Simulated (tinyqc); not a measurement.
# Front-illuminated p-i-n photodiode, quantum efficiency and bandwidth: effects of single changes

Light enters through a p layer (0 to xp), a depleted layer (xp to xp + wi) and a thick n substrate, decaying as exp(-al x); one pass, no back reflection. Carriers made in the depleted layer are all collected; those in the neutral layers diffuse.

Values chosen for this exercise; values close to those of 4H silicon carbide at this wavelength:
```
symbol   value    unit                                         meaning
lam        280      nm                                      wavelength
al       15200    1/cm                          absorption coefficient
Rf         0.1                           reflectance of the front face
eps_r     9.67                                   relative permittivity
xp         0.3      um                  thickness of the front p layer
wi        0.27      um                 thickness of the depleted layer
Dn         4.7  cm^2/s   electron diffusion coefficient in the p layer
Ln         4.7      um        electron diffusion length in the p layer
S         6000    cm/s     recombination velocity of the front surface
Lp         2.6      um  hole diffusion length in the thick n substrate
ve      2.04e7    cm/s                         electron drift velocity
vh      1.35e7    cm/s                             hole drift velocity
dia         91      um                                        diameter
RL          50     ohm                                 load resistance
Cp          30      fF                           parasitic capacitance
```

Constants: q = 1.602176634e-19 C, h = 6.62607015e-34 J s, c = 299792458 m/s, eps0 = 8.8541878128e-14 F/cm where lengths are in cm. Results are converted to the units shown.

Each table varies one quantity; the others keep the values above.

## Efficiency and bandwidth against the thickness of the depleted layer

k = al Ln, s = S Ln/Dn, e = exp(-al xp); front layer f1 = (k/(k^2 - 1)) {[s + k - e (s cosh(xp/Ln) + sinh(xp/Ln))]/[s sinh(xp/Ln) + cosh(xp/Ln)] - k e}; depleted layer f2 = e (1 - exp(-al wi)); substrate f3 = e exp(-al wi) al Lp/(1 + al Lp); external efficiency (1 - Rf)(f1 + f2 + f3); responsivity = efficiency q lam/(h c). Drift response for pairs made in the depleted layer, a = al wi, g = 1 - exp(-a), u = 2 pi i f, te = wi/ve, th = wi/vh: electrons He = [g - a (exp(-a) - exp(-u te))/(u te - a)]/(u te g), holes Hh = [g - a (1 - exp(-a - u th))/(a + u th)]/(u th g); C = eps0 eps_r pi (dia/2)^2/wi + Cp; total |He + Hh|/sqrt(1 + (2 pi f RL C)^2), for the current of the depleted layer alone. Limits are the frequencies at which each factor falls to 1/sqrt(2); inverse-square sum (f_transit^-2 + f_RC^-2)^(-1/2); the diffusion currents f1 and f3 are left out of the bandwidth.

Result of one run:
columns A: wi (um); B: f2; C: f1 + f3; D: responsivity (A/W); E: transit limit (GHz); F: RC limit (GHz); G: 3 dB bandwidth (GHz); H: inverse-square sum (GHz); I: bandwidth x (1 - Rf) f2 (GHz)
```
A          B       C       D      E      F      G      H      I
0.76  0.4342  0.5178  0.1935  123.6  4.173  4.170  4.171  1.629
```

What becomes of these results when the thickness of the depleted layer wi is changed from 0.76 to 0.057 um, all else the same?

Result of the changed run:
columns A: wi (um); B: f2; C: f1 + f3; D: responsivity (A/W); E: transit limit (GHz); F: RC limit (GHz); G: 3 dB bandwidth (GHz); H: inverse-square sum (GHz); I: bandwidth x (1 - Rf) f2 (GHz)
```
A            B       C       D     E       F       G       H        I
0.057  0.05260  0.8223  0.1778  1534  0.3248  0.3248  0.3248  0.01538
```

The whole series:
columns A: wi (um); B: f2; C: f1 + f3; D: responsivity (A/W); E: transit limit (GHz); F: RC limit (GHz); G: 3 dB bandwidth (GHz); H: inverse-square sum (GHz); I: bandwidth x (1 - Rf) f2 (GHz)
```
A            B       C       D      E       F       G       H         I
0.034  0.03192  0.8388  0.1770   2564  0.1940  0.1940  0.1940  0.005574
0.057  0.05260  0.8223  0.1778   1534  0.3248  0.3248  0.3248   0.01538
0.095  0.08522  0.7962  0.1792  924.2  0.5403  0.5403  0.5403   0.04144
0.16    0.1368  0.7550  0.1813  552.8  0.9068  0.9068  0.9068    0.1117
0.27    0.2134  0.6940  0.1844  331.6   1.521   1.521   1.521    0.2921
0.45    0.3140  0.6137  0.1885  202.8   2.511   2.511   2.511    0.7096
0.76    0.4342  0.5178  0.1935  123.6   4.173   4.170   4.171     1.629
1.3     0.5460  0.4285  0.1981  75.03   6.945   6.904   6.915     3.392
2.2     0.6114  0.3763  0.2008  45.58   11.24   10.82   10.92     5.952
```

As wi goes from 0.034 to 2.2, the responsivity rises from 0.177 to 0.201 A/W and the bandwidth rises from 0.194 to 10.8 GHz. The RC limit is the lower one in every row. Adding inverse squares of the two limits is within 0.93 % of the full result. The product of bandwidth and fast efficiency rises from 0.00557 to 5.95 GHz. In every row the diffusion currents exceed 0.3 of the drift current; their own response times, left out, may then shape the whole response.

## Efficiency and bandwidth against the diameter

Same model as above.

The same in every row: f2 = 0.2134; f1 + f3 = 0.6940; responsivity (A/W) = 0.1844; transit limit (GHz) = 331.6.

Efficiency and bandwidth against the diameter:
```
dia (um)  RC limit (GHz)  3 dB bandwidth (GHz)  inverse-square sum (GHz)  bandwidth x (1 - Rf) f2 (GHz)
5                  87.87                 83.90                     84.94                          16.11
10                 57.97                 56.77                     57.11                          10.90
20                 24.56                 24.46                     24.49                          4.697
50                 4.877                 4.876                     4.877                         0.9364
100                1.263                 1.263                     1.263                         0.2425
200               0.3186                0.3186                    0.3186                        0.06117
500              0.05110               0.05110                   0.05110                       0.009812
1000             0.01278               0.01278                   0.01278                       0.002454
```

What does the comparison show?

As dia goes from 5 to 1000, the responsivity stays at 0.184 A/W and the bandwidth falls from 83.9 to 0.0128 GHz. The RC limit is the lower one in every row. Adding inverse squares of the two limits is within 1.2 % of the full result. In every row the diffusion currents exceed 0.3 of the drift current; their own response times, left out, may then shape the whole response.

tinyqc, about 0.01 s, one thread, Intel Xeon 2.30GHz (shared host): `OMP_NUM_THREADS=1 python tinyqc.py 2250039 2250040 out.jsonl`
